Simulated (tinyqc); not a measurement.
Inside a calculation. Model: surface potential of a MOS transistor: implicit equation and explicit approximations.

tinyqc, about 0.01 s, one thread, Intel Xeon 2.30GHz (shared host): `OMP_NUM_THREADS=1 python tinyqc.py 2122114 2122115 out.jsonl` Printed values are rounded.

p-type body, charge-sheet picture, depletion and inversion only, full ionisation (an idealisation for deep acceptors), Boltzmann statistics (rough once Na exp(x - xn) passes about Nc/7). In units of Vt: xg = (Vg - Vfb)/Vt, x = psi/Vt, G = gamma/sqrt(Vt), xn = (2 phiF + Vc)/Vt. The implicit equation is (xg - x)^2 = G^2 [x - 1 + exp(x - xn)] for x above about 3. Cox = eps0 eox/tox.

Inputs (values chosen for the exercise); band and dielectric values close to those of silicon:
- T = 300 K (temperature)
- Eg = 1.12 eV (band gap)
- eps_r = 11.9 (relative permittivity)
- Nc = 2.81e19 cm^-3 (conduction-band density of states at T)
- Nv = 2.68e19 cm^-3 (valence-band density of states at T)
- eox = 3.9 (relative permittivity of the gate insulator (close to silicon dioxide))
- tox = 4.5 nm (insulator thickness)
- Na = 1.8e18 cm^-3 (acceptor density)
- Vfb = -0.72 V (flat-band voltage)
- Vc = 0 V (channel-body voltage)
- Vg = 1.49 V (gate-body voltage)

Constants: q = 1.602176634e-19 C, kB = 1.380649e-23 J/K, Vt = kB T/q, eps0 = 8.8541878128e-14 F/cm where lengths are in cm. Results are converted to the units shown.

Range of the model: The electron quasi-Fermi level lies less than 2 Vt below the band edge at the surface, or above it, where degeneracy and confinement, left out, matter.

## Scales

ni = sqrt(Nc Nv) exp(-Eg/(2 Vt)), Eg in volts; phiF = Vt ln(Na/ni); gamma = sqrt(2 q eps0 eps_r Na)/Cox; VT = Vfb + Vt (xn + G sqrt(xn - 1)).

phiF = 0.489571 V
gamma = 1.01591 V^0.5
G = 6.31839
xn = 37.8749
VT = 1.25104 V
xg = 85.4866

## Explicit approximation

Depletion value a = 1 + [sqrt(G^2/4 + xg - 1) - G/2]^2; inversion value b = xn + ln[(xg - xn)^2/G^2 - xn + 1] and first guess y = min(a, b) - ln(1 + exp(-|a - b|)) if a > xn + 1, else b = y = a; one second-order correction with D = exp(y - xn), p = 2 (xg - y) + G^2 (1 + D), w = (xg - y)^2 - G^2 (y - 1 + D): z = y + 2 w/(p + sqrt(p^2 - 2 (2 - G^2 D) w)), or the Newton step z = y + w/p where the root is not real.

a = 44.0366
b = 40.8660
y = 40.8249
p = 891.974
w = -357.952
z = 40.3110

The root of the implicit equation is x = 40.3367; y misses it by 0.49 and z by -0.026, in units of Vt.

## Starting value

x = a rounded to two decimals.

x at the start = 44.04

## Iteration 1: new x

D = exp(x - xn), f = (xg - x)^2 - G^2 (x - 1 + D), f' = -2 (xg - x) - G^2 (1 + D), x(new) = x - f/f'.

D = 475.832
f = -18996.6
f' = -19119.0
x after iteration 1 = 43.0464

## Iteration 2: new x

As before.

D = 176.173
f = -6910.59
f' = -7157.98
x after iteration 2 = 42.0810

## Iteration 3: new x

As before.

D = 67.0895
f = -2434.34
f' = -2805.08
x after iteration 3 = 41.2131

## Course of the iteration

Stop when the step is below 1e-11, or after 60 iterations.

Course of the iteration:
```
iteration	x before the step	step
1	44.04	-0.994
2	43.0464	-0.965
3	42.0810	-0.868
4	41.2131	-0.614
5	40.5988	-0.236
6	40.3626	-0.0256
7	40.3370	-2.60e-4
8	40.3367	-2.64e-8
9	40.3367	0
```

Converged in 9 iterations.

## Potential, charges and gate control

converged x = 40.3367

psi = Vt x; N_dep = Cox Vt G sqrt(x - 1)/q; N_inv = (Cox Vt G/q) [sqrt(x - 1 + exp(x - xn)) - sqrt(x - 1)]; dpsi/dVg = 1/[1 + G^2 (1 + exp(x - xn))/(2 (xg - x))].

psi = 1.04278 V
N_dep = 4.90671e12 cm^-2
N_inv = 6.8368e11 cm^-2
dpsi/dVg = 0.150919

psi lies 2.5 Vt above 2 phiF + Vc.
